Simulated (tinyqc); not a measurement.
Bandgap voltage reference from two bipolar transistors: two steps of the calculation.

Two transistors of area 1 and N carry the same current I. Is(T) = Is (T/T0)^eta exp[(Vg0 q/kB)(1/T0 - 1/T)], VBE1 = Vt ln(I/Is(T)) + I rb, VBE2 = Vt ln(I/(N Is(T))) + I rb/N. The amplifier forces I R1(T) = VBE1 - VBE2 + Vos, with R(T) = R (1 + tc (T - T0)) for both resistors, and the output is Vref = VBE1 + I R2(T). Base currents and the Early effect are neglected.

Parameters, values chosen for the exercise; values of the order met in silicon bipolar transistors:

| symbol | value | unit | meaning |
|---|---|---|---|
| T0 | 300 | K | reference temperature |
| Vg0 | 1.144 | V | band-gap voltage extrapolated to 0 K |
| eta | 4.2 |  | temperature exponent of the saturation current |
| Is | 1.3e-18 | A | saturation current of the unit transistor at T0 |
| N | 8 |  | area ratio of the second transistor |
| R1 | 8 | kohm | resistor across which the difference of VBE falls, at T0 |
| tc | 0 | ppm/K | temperature coefficient of both resistors |
| Vos | 2.5 | mV | offset of the amplifier |
| rb | 63 | ohm | series resistance of the unit transistor |
| R2 | 68.32 | kohm | output resistor at T0 |
| T | 233 | K | temperature |

Constants: q = 1.602176634e-19 C, kB = 1.380649e-23 J/K. Results are converted to the units shown.

Question 1. Operating point at the reference temperature. Vt = kB T/q; I = (Vt ln N + Vos)/(R1(T) - rb (1 - 1/N)). Evaluate at T = T0.

Give: Vt; I; Is(T); VBE1; I R2; Vref.

Answer 1.

Vt = 0.02585 V
I = 7.081 uA
Is(T) = 1.300e-18 A
VBE1 = 0.7586 V
I R2 = 0.4838 V
Vref = 1.242 V

Question 2. Operating point at another temperature. 

Find: Vt; I; Is(T); VBE1; I R2; Vref.

Answer 2.

Vt = 0.02008 V
I = 5.570 uA
Is(T) = 1.339e-24 A
VBE1 = 0.8612 V
I R2 = 0.3805 V
Vref = 1.242 V

From T0 to T, VBE1 changes by 103 mV and I R2 by -103 mV, which leaves -0.667 mV in Vref.

Program tinyqc, `OMP_NUM_THREADS=1 python tinyqc.py 2062098 2062099 out.jsonl`; Intel Xeon 2.30GHz, shared host, one thread, about 0.02 s.
